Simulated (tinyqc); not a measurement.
From results back to parameters: effective mass of the conduction band from tabulated energies. Four cases, with inputs chosen for the exercise.

Problem. A band follows E (1 + alpha E) = c k^2/m, c = hbar^2/2m0. Its energies at two wave vectors are given.

Constants: hbar^2/2m0 = 3.80998211 eV angstrom^2.

Case 1.

Values chosen (out of a larger set: band of an eight-band Kane model near InP; not measured data): k12 = (0.0258, 0.0688) 1/angstrom (two wave vectors).

energies (meV): 30.69350  196.22932

Case 2.

Values chosen (out of a larger set: band of an eight-band Kane model near InP; not measured data): k12 = (0.0234, 0.0624) 1/angstrom (two wave vectors).

energies (meV): 25.98152  170.90661

Case 3.

Values chosen (out of a larger set: band of an eight-band Kane model near GaAs; not measured data): k12 = (0.0264, 0.0704) 1/angstrom (two wave vectors).

energies (meV): 39.22653  249.72265

Case 4.

Values chosen (out of a larger set: band of an eight-band Kane model near GaAs; not measured data): k12 = (0.0282, 0.0752) 1/angstrom (two wave vectors).

energies (meV): 43.10438  264.93757

Find: y = c k^2/E; m; alpha.
Solution. y = m + m alpha E is a straight line through the two points.

Case 1.

y = c k^2/E (m0): 0.08263  0.09190
m = 0.0809 m0
alpha = 0.69 1/eV

Case 2.

y = c k^2/E (m0): 0.08030  0.08680
m = 0.0791 m0
alpha = 0.57 1/eV

Case 3.

y = c k^2/E (m0): 0.06769  0.07562
m = 0.0662 m0
alpha = 0.57 1/eV

Case 4.

y = c k^2/E (m0): 0.07029  0.08132
m = 0.0681 m0
alpha = 0.73 1/eV

Computed by tinyqc, one run a case: `OMP_NUM_THREADS=1 python tinyqc.py N N+1 out.jsonl` with N = 1850440, 1850567, 1850596, 1850654; one thread of a shared Intel(R) Xeon(R) Processor @ 2.30GHz, about 0.01 s a run at most.
